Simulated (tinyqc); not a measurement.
RHF in the sto-6g basis, for BeH2, spin multiplicity 1, step by step (part 2 of 2). Computed by tinyqc, a small Python program that keeps every step (integrals from PySCF). Command: `OMP_NUM_THREADS=1 python tinyqc.py 21319 21320 out.jsonl` (the two numbers bound the seeds that draw the settings). One thread of a shared host (Intel(R) Xeon(R) Processor @ 2.60GHz), about 0.1 s of CPU time with the checks.

Geometry (angstrom):
```
atom         x          y         z
Be    0.000000   0.000000  0.000000
H     0.000000   1.321000  0.000000
H     0.000000  -1.321000  0.000000
```

## Iteration 2: diagonalisation and new density

extrapolated F (hartree):
```
            1Be 1s     1Be 2s    1Be 2px    1Be 2py    1Be 2pz      2H 1s      3H 1s
1Be 1s   -4.523122  -1.237817  -0.013742  -0.002547  -0.007181  -0.372495  -0.369459
1Be 2s   -1.237817  -0.582218   0.016784  -0.027435  -0.002189  -0.430519  -0.402742
1Be 2px  -0.013742   0.016784   0.221889   0.049411   0.002429   0.051784  -0.013438
1Be 2py  -0.002547  -0.027435   0.049411  -0.247350  -0.012148  -0.341126   0.328715
1Be 2pz  -0.007181  -0.002189   0.002429  -0.012148   0.234929  -0.009579   0.005502
2H 1s    -0.372495  -0.430519   0.051784  -0.341126  -0.009579  -0.339151  -0.059847
3H 1s    -0.369459  -0.402742  -0.013438   0.328715   0.005502  -0.059847  -0.299658
```

X:
```
            1Be 1s     1Be 2s   1Be 2px    1Be 2py   1Be 2pz      2H 1s      3H 1s
1Be 1s    1.026956  -0.147780  0.000000   0.000000  0.000000   0.013945   0.013945
1Be 2s   -0.147780   1.268989  0.000000   0.000000  0.000000  -0.323282  -0.323282
1Be 2px   0.000000   0.000000  1.000000   0.000000  0.000000   0.000000   0.000000
1Be 2py   0.000000   0.000000  0.000000   1.406401  0.000000  -0.469480   0.469480
1Be 2pz   0.000000   0.000000  0.000000   0.000000  1.000000   0.000000   0.000000
2H 1s     0.013945  -0.323282  0.000000  -0.469480  0.000000   1.326031  -0.116575
3H 1s     0.013945  -0.323282  0.000000   0.469480  0.000000  -0.116575   1.326031
```

D after iteration 1:
```
            1Be 1s     1Be 2s    1Be 2px    1Be 2py    1Be 2pz      2H 1s      3H 1s
1Be 1s    1.881082  -0.056834   0.189580  -0.187127   0.154365  -0.103149  -0.268205
1Be 2s   -0.056834   0.693928  -0.248577   0.315647   0.130109   0.249443   0.132529
1Be 2px   0.189580  -0.248577   0.233890  -0.346755  -0.028101  -0.121378  -0.077358
1Be 2py  -0.187127   0.315647  -0.346755   0.878517   0.043741   0.079297  -0.426651
1Be 2pz   0.154365   0.130109  -0.028101   0.043741   0.091285   0.026095  -0.039974
2H 1s    -0.103149   0.249443  -0.121378   0.079297   0.026095   0.472070   0.331089
3H 1s    -0.268205   0.132529  -0.077358  -0.426651  -0.039974   0.331089   0.912454
```

overlap S:
```
           1Be 1s    1Be 2s   1Be 2px    1Be 2py   1Be 2pz     2H 1s      3H 1s
1Be 1s   1.000000  0.254764  0.000000   0.000000  0.000000  0.075164   0.075164
1Be 2s   0.254764  1.000000  0.000000   0.000000  0.000000  0.468356   0.468356
1Be 2px  0.000000  0.000000  1.000000   0.000000  0.000000  0.000000   0.000000
1Be 2py  0.000000  0.000000  0.000000   1.000000  0.000000  0.530367  -0.530367
1Be 2pz  0.000000  0.000000  0.000000   0.000000  1.000000  0.000000   0.000000
2H 1s    0.075164  0.468356  0.000000   0.530367  0.000000  1.000000   0.040900
3H 1s    0.075164  0.468356  0.000000  -0.530367  0.000000  0.040900   1.000000
```

Diagonalise F' = X^T F X, C = X C', fill 3 alpha and 3 beta electrons from the bottom; D = 2 C_occ C_occ^T; the new density keeps 0.2 of the old one (damping). Each column has its largest component positive (the first on a tie).

F' = X^T F X (hartree):
```
           1          2          3          4          5          6          7
1  -4.425230  -0.647800  -0.016058   0.001575  -0.007108  -0.068462  -0.067904
2  -0.647800  -0.038576   0.010933  -0.032446  -0.000398  -0.343065  -0.339848
3  -0.016058   0.010933   0.221889   0.038871   0.002429   0.041418  -0.006276
4   0.001575  -0.032446   0.038871   0.280892  -0.010005  -0.479159   0.496927
5  -0.007108  -0.000398   0.002429  -0.010005   0.234929  -0.007033   0.003317
6  -0.068462  -0.343065   0.041418  -0.479159  -0.007033   0.091595  -0.143725
7  -0.067904  -0.339848  -0.006276   0.496927   0.003317  -0.143725   0.137208
```

orbital energies (hartree): MO1 -4.525030, MO2 -0.464940, MO3 -0.410843, MO4 0.226421, MO5 0.235414, MO6 0.479606, MO7 0.962078

coefficients C:
```
               MO1        MO2        MO3        MO4        MO5        MO6        MO7
1Be 1s    0.994180  -0.184216  -0.107098  -0.017535  -0.002434  -0.206341   0.013334
1Be 2s    0.023194   0.458732   0.256618   0.061737  -0.001173   1.246418  -0.083669
1Be 2px   0.002804  -0.072563   0.046811   0.980618   0.172986  -0.030968   0.006320
1Be 2py   0.000590   0.259626  -0.441482   0.033786  -0.000217   0.092014   1.465218
1Be 2pz   0.001509   0.010762  -0.015302  -0.171933   0.984890   0.008407  -0.002936
2H 1s    -0.001925   0.553500  -0.116066   0.024525   0.001095  -0.891965  -0.990466
3H 1s    -0.002166   0.142058   0.560793  -0.048072   0.008342  -0.735691   1.103979
```

D after iteration 2:
```
            1Be 1s     1Be 2s    1Be 2px    1Be 2py    1Be 2pz      2H 1s      3H 1s
1Be 1s    2.030296  -0.153655   0.055743  -0.037359   0.032724  -0.166945  -0.195054
1Be 2s   -0.153655   0.581706  -0.083650   0.072441   0.027694   0.408414   0.360947
1Be 2px   0.055743  -0.083650   0.058721  -0.132557  -0.008009  -0.097239   0.010028
1Be 2py  -0.037359   0.072441  -0.132557   0.595404   0.024029   0.327768  -0.422450
1Be 2pz   0.032724   0.027694  -0.008009   0.024029   0.018821   0.017587  -0.019284
2H 1s    -0.166945   0.408414  -0.097239   0.327768   0.017587   0.606153   0.087888
3H 1s    -0.195054   0.360947   0.010028  -0.422450  -0.019284   0.087888   0.717969
```

## Iteration 15 (converged): orbitals

converged F (hartree):
```
            1Be 1s     1Be 2s   1Be 2px    1Be 2py   1Be 2pz      2H 1s      3H 1s
1Be 1s   -4.587514  -1.248880  0.000000   0.000000  0.000000  -0.374053  -0.374053
1Be 2s   -1.248880  -0.606264  0.000000   0.000000  0.000000  -0.422276  -0.422276
1Be 2px   0.000000   0.000000  0.208163   0.000000  0.000000   0.000000   0.000000
1Be 2py   0.000000   0.000000  0.000000  -0.245614  0.000000  -0.337796   0.337796
1Be 2pz   0.000000   0.000000  0.000000   0.000000  0.208163   0.000000   0.000000
2H 1s    -0.374053  -0.422276  0.000000  -0.337796  0.000000  -0.325913  -0.054544
3H 1s    -0.374053  -0.422276  0.000000   0.337796  0.000000  -0.054544  -0.325913
```

Diagonalise F' = X^T F X, C = X C', fill 3 alpha and 3 beta electrons from the bottom; D = 2 C_occ C_occ^T. Each column has its largest component positive (the first on a tie).

F' = X^T F X (hartree):
```
           1          2         3          4         5          6          7
1  -4.490437  -0.646851  0.000000   0.000000  0.000000  -0.069340  -0.069340
2  -0.646851  -0.066129  0.000000   0.000000  0.000000  -0.340980  -0.340980
3   0.000000   0.000000  0.208163   0.000000  0.000000   0.000000   0.000000
4   0.000000   0.000000  0.000000   0.286715  0.000000  -0.488293   0.488293
5   0.000000   0.000000  0.000000   0.000000  0.208163   0.000000   0.000000
6  -0.069340  -0.340980  0.000000  -0.488293  0.000000   0.107393  -0.134708
7  -0.069340  -0.340980  0.000000   0.488293  0.000000  -0.134708   0.107393
```

orbital energies (hartree): MO1 -4.589131, MO2 -0.461134, MO3 -0.426502, MO4 0.208163, MO5 0.208163, MO6 0.466384, MO7 0.955318

coefficients C:
```
               MO1        MO2        MO3        MO4       MO5        MO6        MO7
1Be 1s    0.994611  -0.215646   0.000000   0.000000  0.000000  -0.202764   0.000000
1Be 2s    0.021536   0.547204   0.000000   0.000000  0.000000   1.241491   0.000000
1Be 2px   0.000000   0.000000   0.000000   0.980307  0.197478   0.000000   0.000000
1Be 2py   0.000000   0.000000   0.501292   0.000000  0.000000   0.000000   1.472240
1Be 2pz   0.000000   0.000000   0.000000  -0.197478  0.980307   0.000000   0.000000
2H 1s    -0.001874   0.398849   0.406285   0.000000  0.000000  -0.822809  -1.046852
3H 1s    -0.001874   0.398849  -0.406285   0.000000  0.000000  -0.822809   1.046852
```

D after iteration 15:
```
            1Be 1s     1Be 2s   1Be 2px    1Be 2py   1Be 2pz      2H 1s      3H 1s
1Be 1s    2.071508  -0.193164  0.000000   0.000000  0.000000  -0.175748  -0.175748
1Be 2s   -0.193164   0.599791  0.000000   0.000000  0.000000   0.436422   0.436422
1Be 2px   0.000000   0.000000  0.000000   0.000000  0.000000   0.000000   0.000000
1Be 2py   0.000000   0.000000  0.000000   0.502587  0.000000   0.407335  -0.407335
1Be 2pz   0.000000   0.000000  0.000000   0.000000  0.000000   0.000000   0.000000
2H 1s    -0.175748   0.436422  0.000000   0.407335  0.000000   0.648302  -0.011967
3H 1s    -0.175748   0.436422  0.000000  -0.407335  0.000000  -0.011967   0.648302
```

Within a degenerate level the vectors are fixed only up to a rotation; this is one choice.

## Convergence

Stop when the energy changes by less than 1e-08 hartree and every element of the error matrix X^T (F D S - S D F) X is below 3e-05.

Course of the cycle:
```
iteration   E (hartree)     change  largest element of the error matrix
1          -11.71784854          -                             3.23e+00
2          -14.78351681  -3.07e+00                             8.15e-01
3          -15.52228540  -7.39e-01                             1.71e-01
4          -15.68267765  -1.60e-01                             3.25e-02
5          -15.71624146  -3.36e-02                             7.16e-03
6          -15.72315297  -6.91e-03                             1.83e-03
7          -15.72455900  -1.41e-03                             3.82e-04
8          -15.72484214  -2.83e-04                             8.37e-05
9          -15.72489887  -5.67e-05                             1.59e-05
10         -15.72491021  -1.13e-05                             2.93e-06
11         -15.72491248  -2.27e-06                             5.96e-07
12         -15.72491294  -4.54e-07                             1.18e-07
13         -15.72491303  -9.08e-08                             3.41e-08
14         -15.72491305  -1.82e-08                             1.02e-08
15         -15.72491305  -3.63e-09                             2.50e-09
```

PySCF RHF in the same basis = -15.72491305 hartree

Converged in 15 iterations.

## Populations, bond orders and dipole

Mulliken: Z minus the diagonal of D S on the atom; Loewdin: the same with S^(1/2) D S^(1/2); Mayer order: 2 sum_s sum (D(s) S)_ij (D(s) S)_ji over the two atoms.

Charges (e):
```
atom   Mulliken    Loewdin
1Be    0.110081   0.084912
2H    -0.055041  -0.042456
3H    -0.055041  -0.042456
```

Mayer bond orders:
```
pair     order
2-1   0.996864
3-1   0.996864
3-2   0.000106
```

dipole moment about the origin, x y z (debye): 0.000000  0.000000  0.000000
